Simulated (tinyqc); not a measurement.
Inside a calculation: polytypes by hexagonality, and a cubic inclusion as a quantum well. Values are carried at full precision from step to step, so a last printed digit may differ when a step is redone from the rounded ones.

A layer is h if its two neighbours in the periodic sequence sit on the same site, k otherwise; the hexagonality h is the share of h layers.

Constants: hbar^2/2m0 = 3.80998211 eV angstrom^2.

Parameters, chosen for this exercise (of the order of those of GaAs; shifted at random, so the results belong to these values and not to a real crystal):
```
symbol  value           unit      meaning
E3      1.519           eV        gap of the cubic polytype
E2      1.509           eV        gap of 2H
Ev2     0.138           eV        valence top of 2H above that of 3C
P2      0.0023          C/m^2     spontaneous polarisation of 2H
m       (0.064, 0.065)  m0        electron mass along c in the cubic layer and in the host
d       3.257           angstrom  thickness of a double layer
eps     13.1                      dielectric constant
N       9                         double layers in the cubic inclusion
```

## Hexagonality

Stacking sequences:
```
polytype    sequence
10H       ABCABCBACB
3C               ABC
2H                AB
4H              ABCB
6H            ABCACB
```

Give the h/k string and h of each.

Hexagonality:
```
polytype  h/k string       h
10H       hkkkkhkkkk  0.2000
3C               kkk  0.0000
2H                hh  1.0000
4H              hkhk  0.5000
6H            hkkhkk  0.3333
```

## Gaps and band edges

Gap: E3 + (E2 - E3) h. Valence top Ev2 h and polarisation P2 h, both counted from 3C; Ec = Ev + gap.

Evaluate for each polytype.

Results:
```
polytype  gap (eV)  Ev (eV)  Ec (eV)  P (C/m^2)
10H         1.5170   0.0276   1.5446    0.00046
3C          1.5190   0.0000   1.5190    0.00000
2H          1.5090   0.1380   1.6470    0.00230
4H          1.5140   0.0690   1.5830    0.00115
6H          1.5157   0.0460   1.5617    0.00077
```

The widest gap is that of 3C, the narrowest that of 2H. Ev and Ec both rise with h, so 3C collects electrons and the more hexagonal side holes: a staggered line-up.

## The bound level without the field

A cubic inclusion of width L = N d in the host (h = 1) is a well of depth V = Ec(host) - Ec(3C). Square well with mass mismatch: k tan(k L/2) = (m_w/m_b) q, k = sqrt(m_w E/c), q = sqrt(m_b (V - E)/c), c = hbar^2/2m0, lowest root. The depth of the level, V - E, is its binding, and the transition to the valence top of the host is gap(host) - (V - E). The step in polarisation gives a field |F| = |P|/(eps eps0) in a thin inclusion, eps0 = 8.8541878e-12 F/m.

Give V, L, the level E, its depth below the host conduction edge and the transition to the valence top of the host, gap(host) - (V - E).

V = 0.1280 eV
L = 29.313 angstrom
E above the bottom = 0.0902 eV
depth below the host edge = 0.0378 eV
transition = 1.4712 eV

The level keeps 29 % of the well depth. The transition lies below the gap of 3C itself (1.519 eV), which only a staggered line-up allows.

## The polarisation field

Give |F|, the drop |F| L, the bound charge |P|/e per cm^2 (e = 1.602176634e-19 C), and, as a first estimate, the shift -|F| L/2 of the transition for an electron centred in the layer and a hole in the host on the high side.

|F| = 0.198 MV/cm
drop = 58.1 meV
bound charge = 1.44e+12 cm^-2
estimated shift = -29.1 meV

The drop is 45 % of the well depth. The host edge on the low side sinks by 29 meV against the centre, less than the 38 meV by which the flat well binds.

## Checks

- Square-well root against finite differences on a grid of 0.5 angstrom (eV): both 0.090.

Run: tinyqc, `OMP_NUM_THREADS=1 python tinyqc.py 1850109 1850110 out.jsonl`; Intel(R) Xeon(R) Processor @ 2.30GHz, one thread, shared host; about 0.09 s of CPU time with all checks.
